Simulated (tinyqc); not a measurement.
Bottom-up copper filling of a trench by curvature-enhanced accelerator coverage. Changing the overpotential eta. Computed by tinyqc, a small Python program. Command: `OMP_NUM_THREADS=1 python tinyqc.py 3001781 3001782 out.jsonl superfill sweep`. One thread of a shared host (Intel(R) Xeon(R) Processor @ 2.30GHz), about 0.09 s of CPU time with the checks.

A rectangular trench keeps vertical walls and a flat floor. An accelerator floats on the surface; where area is lost in the corners it is passed on to the floor.

Inputs (values chosen for the exercise, close to those used for damascene copper plating):
```
quantity                                           value     unit
trench width w                                       300       nm
aspect ratio h/w                                     1.3        -
exchange current of the suppressed surface i_0      0.03  mA/cm^2
exchange current of the accelerated surface i_1      3.3  mA/cm^2
transfer coefficient alpha                          0.52        -
starting coverage theta_0                          0.019        -
adsorption rate k_a                              0.00049      1/s
cupric ion concentration C                          0.74    mol/l
diffusivity D                                    4.3e-06   cm^2/s
boundary layer delta                                  26       um
temperature T                                        298        K
```

Constants: e = 1.602176634e-19 C; N_A = 6.02214076e+23 1/mol; k_B = 8.617333262e-05 eV/K.

Method. Kinetic current i_k = [i_0 (1 - theta) + i_1 theta] exp(alpha eta/(k_B T)), limit i_L = 2 F D C/delta, i = 1/(1/i_k + 1/i_L); velocity v = i Omega/(2F), Omega = 7.11 cm^3/mol, F = e N_A. Depletion inside the trench is ignored. Half width x, floor height y, depth h = aspect ratio x w. dx/dt = -v_s, dy/dt = v_b. d theta_b/dt = k_a (1 - theta_b) + [theta_s v_b + theta_b v_s]/x: the floor takes the accelerator of the wall it covers and keeps its own as it narrows. d theta_s/dt = k_a (1 - theta_s). theta_b is capped at 1. Integrate (tolerance 1e-9) until the walls meet (x = 0.02 w/2) or the floor passes the original mouth y = h. Start: x = w/2, y = 0, theta_b = theta_s = theta_0. Height filled = y/h, opening left = x/(w/2).

One run for each value; columns: (1) overpotential eta (V); (2) ratio v(1)/v(theta_0); (3) share of the height filled from the floor; (4) opening left, as a share of w; (5) time at the end (s):
```
(1)       (2)     (3)      (4)     (5)
0.060  34.253  1.0000  0.12536  320.58
0.098  32.606  1.0000  0.15800  196.53
0.140  29.126  1.0000  0.16344  113.05
0.170  25.233  1.0000  0.15589   74.73
0.210  18.568  1.0000  0.13633   41.66
0.250  11.856  1.0000  0.09853   22.70
0.280   7.892  1.0000  0.04405   14.61
0.320   4.444  0.8115  0.02000    7.91
0.360   2.621  0.6254  0.02000    4.54
```

What does the table show, and why?

Over the rows, ratio v(1)/v(theta_0) falls from 34.3 to 2.62 (exponent d ln y / d ln x -0.10 between the first rows and -4.5 between the last); share of the height filled from the floor falls from 1.00 to 0.625, flat over part of the range; opening left, as a share of w goes from 0.125 through a maximum among these rows, 0.163 at 0.140, to 0.0200. A high overpotential drives the accelerated surface towards the diffusion limit first, which lowers the contrast in speed.

Caution (all rows): real profiles develop slanted corners, and accelerator is consumed; both are left out.

Extremes, crossings and ranges named in words are read from the listed rows.
